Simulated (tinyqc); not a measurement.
# Changing the angle of incidence

Model: physical sputtering: collision-cascade yield, angular dependence, faceting and resputtering in deposition. Computed by tinyqc, a small Python program. Command: `OMP_NUM_THREADS=1 python tinyqc.py 3020397 3020398 out.jsonl sputter sweep`. One thread of a shared host (Intel(R) Xeon(R) Processor @ 2.30GHz), about 0.01 s of CPU time with the checks.

Ions start collision cascades; atoms that reach the surface with more than U leave. The target is amorphous or fine-grained.

Inputs (values chosen for the exercise, modelled on krypton ions on aluminium):

| quantity | value | unit |
|---|---|---|
| ion Z1 | 36 | - |
| ion mass M1 | 83.8 | u |
| target Z2 | 13 | - |
| target mass M2 | 26.98 | u |
| surface binding energy U | 3.39 | eV |
| target density N | 60.2 | 1/nm^3 |
| fit factor Q | 0.93 | - |
| ion energy E | 2200 | eV |
| current density J | 0.27 | mA/cm^2 |
| angular exponent f | 1.5 | - |
| angle of the largest yield | 66 | degrees |

Constants: e = 1.602176634e-19 C.

Method:
- gamma = 4 M1 M2/(M1 + M2)^2; threshold E_th = 6.7 U/gamma for M1 >= M2, else U (1 + 5.7 M1/M2)/gamma. eps = 0.03255 M2 E/(Z1 Z2 (M1 + M2) z), z = (Z1^(2/3) + Z2^(2/3))^(1/2), E in eV; s_n = 3.441 sqrt(eps) ln(eps + 2.718)/(1 + 6.355 sqrt(eps) + eps (6.882 sqrt(eps) - 1.708)); S_n = 84.78 Z1 Z2 M1 s_n/((M1 + M2) z) in eV angstrom^2; alpha = 0.249 (M2/M1)^0.56 + 0.0035 (M2/M1)^1.5 for M1 <= M2, else 0.0875 (M2/M1)^(-0.15) + 0.165 M2/M1; Y0 = 0.042 Q alpha S_n/U [1 - sqrt(E_th/E)]^2.5 (the electronic-loss factor of the full formula is dropped).
- Erosion rate = Y0 J/(e N); 1 cm^2 = 1e14 nm^2.
- Angular law: Y/Y0 = t^f exp(-f cos(a_opt)(t - 1)), t = 1/cos(angle), largest at a_opt. A plane tilted by the angle recedes along the beam at a speed proportional to Y(angle), and along its own normal as Y cos(angle).

One run for each value:

| angle of incidence (degrees) | Y/Y0 at the angle | normal speed relative to a flat surface | yield at the angle (atoms per ion) |
|---|---|---|---|
| 0 | 1.000 | 1.000 | 2.021 |
| 15 | 1.031 | 0.996 | 2.083 |
| 40 | 1.238 | 0.948 | 2.501 |
| 50 | 1.382 | 0.889 | 2.793 |
| 60 | 1.537 | 0.768 | 3.105 |
| 70 | 1.546 | 0.529 | 3.124 |
| 75 | 1.323 | 0.343 | 2.674 |
| 80 | 0.758 | 0.132 | 1.531 |
| 85 | 0.065 | 0.006 | 0.132 |

Give the missing row, angle of incidence (degrees) = 30.

Computed row; columns: (1) angle of incidence (degrees); (2) Y/Y0 at the angle; (3) normal speed relative to a flat surface; (4) yield at the angle (atoms per ion):
```
(1)    (2)    (3)    (4)
30   1.129  0.978  2.281
```

Interpolating between the two neighbouring rows (linearly) misses most in yield at the angle (atoms per ion), by 2.3 %. Over the rows, Y/Y0 at the angle goes from 1.00 through a maximum among these rows, 1.55 at 70.0, to 0.0652; normal speed relative to a flat surface falls from 1.00 to 0.00568; yield at the angle (atoms per ion) goes from 2.02 through a maximum among these rows, 3.12 at 70.0, to 0.132. Oblique ions deposit their energy nearer the surface until reflection sets in; the normal speed is largest at normal incidence, since f - 1 is below f cos(a_opt): the gain in yield never outweighs the spreading of the beam.

Extremes, crossings and ranges named in words are read from the listed rows.
